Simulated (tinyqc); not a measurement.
Inside a calculation: localisation in a chain with random site energies (transfer matrices). Values are carried at full precision from step to step, so a last printed digit may differ when a step is redone from the rounded ones.

Hopping -t; leads with site energy 0, E = -2t cos(ka). psi_(j+1) = ((e_j - E)/t) psi_j - psi_(j-1), a product of matrices M_j = [[(e_j - E)/t, -1], [1, 0]]. For M = M_N ... M_1 the transmission is T = 4 sin^2(ka)/|M21 - M12 + M22 exp(ika) - M11 exp(-ika)|^2. Long samples draw e_j = W (x_j/2147483647 - 1/2) from x_j = 16807 x_(j-1) mod 2147483647, starting at x0. The localisation length xi, in sites, is defined by ln T = -2N/xi on average; weak disorder gives xi = 24 (4t^2 - E^2)/W^2, and the mean free path for backscattering is xi/2.

Values chosen for the exercise:
```
symbol  value                                            unit      meaning
t       1.34                                             eV        hopping
E       -1.79                                            eV        energy
e       (-1.68, -1.68, -1.66, -1.53, -0.04, 0.47, 0.73)  eV        site energies of the short sample
W       3.57                                             eV        full width of the disorder
a       3.2                                              angstrom  spacing
```

## The product of transfer matrices

Multiply site by site and give T for each length.

Running product:
```
j  (e_j - E)/t      M11      M12      M21      M22       T
1       0.0821   0.0821  -1.0000   1.0000   0.0000  0.5850
2       0.0821  -0.9933  -0.0821   0.0821  -1.0000  0.9952
3       0.0970  -0.1785   0.9920  -0.9933  -0.0821  0.5944
4       0.1940   0.9586   0.2746  -0.1785   0.9920  0.9662
5       1.3060   1.4304  -0.6335   0.9586   0.2746  0.9706
6       1.6866   1.4538  -1.3429   1.4304  -0.6335  0.9739
7       1.8806   1.3037  -1.8921   1.4538  -1.3429  0.8892
```

T is 0.8892 for the whole sample and does not fall steadily (it rises at j = 2, 4, 5 and 6): reflected waves interfere. The determinant of M stays 1.

## The same sites added without interference

One site alone reflects R_j = e_j^2/(e_j^2 + 4t^2 - E^2); incoherent addition sums R/(1 - R), and T = 1/(1 + sum).

R_j: 0.4150  0.4150  0.4092  0.3704  0.0004  0.0526  0.1181

sum of R/(1 - R) = 2.8899
T without interference = 0.2571

The coherent product gives 0.8892 for this sample.

## Weak-disorder lengths

Form ka, xi, xi a and the mean free path xi a/2.

ka = 0.8394 rad
xi = 7.49 sites

lengths (nm): localisation 2.397, mean free path 1.199

The formula needs xi well above one site; at 7.5 it is only a guide.

## Checks

- T from the product against the Green function: both 0.88923.

Computed by tinyqc, a small Python program: `OMP_NUM_THREADS=1 python tinyqc.py 1480188 1480189 out.jsonl` (the numbers bound the seed that draws the inputs); one thread of a shared host (Intel(R) Xeon(R) Processor @ 2.30GHz), about 0.06 s for the whole set of steps.
